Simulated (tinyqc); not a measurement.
# Crystallisation kinetics and data retention of a phase-change cell: kissinger analysis

Johnson-Mehl-Avrami-Kolmogorov law X = 1 - exp(-y^n), y = integral of k dt, k = (1/100 s) exp[-(Ec q/kB)(1/T - 1/T1)].

Tp is the temperature of the largest dX/dt on a ramp of rate b (b in K/min in the logarithm).

Parameters, values chosen for the exercise; values of the order of Ge-Sb-Te and related chalcogenides: activation energy of crystallisation Ec = 3.06 eV; temperature at which the rate k is 1/(100 s) T1 = 455 K; Avrami exponent n = 1.5.

Constants: q = 1.602176634e-19 C, kB = 1.380649e-23 J/K. Results are converted to the units shown.

Kissinger analysis:

| b (K/min) | Tp (K) | q/kB Tp (1/eV) | ln(b/Tp^2) | X at the peak |
|---|---|---|---|---|
| 0.5 | 444.3 | 26.12 | -12.89 | 0.6262 |
| 1 | 448.1 | 25.90 | -12.21 | 0.6261 |
| 2 | 451.9 | 25.68 | -11.53 | 0.6261 |
| 5 | 457.1 | 25.39 | -10.64 | 0.6260 |
| 10 | 461.1 | 25.17 | -9.965 | 0.6259 |
| 20 | 465.2 | 24.94 | -9.289 | 0.6259 |
| 50 | 470.7 | 24.65 | -8.397 | 0.6258 |
| 100 | 475.0 | 24.43 | -7.721 | 0.6258 |

Tp rises from 444 to 475 K. The slope of ln(b/Tp^2) against q/kB Tp between the end rows is -3.059 eV, against Ec = 3.06 eV, and X at the peak stays near 1 - 1/e = 0.632 (0.626 to 0.626).

Range of the model: One Arrhenius rate is assumed; incubation, growth from the boundary and the non-Arrhenius kinetics of the supercooled liquid are left out.

tinyqc, about 0.02 s, one thread, Intel Xeon 2.30GHz (shared host): `OMP_NUM_THREADS=1 python tinyqc.py 2490035 2490036 out.jsonl`
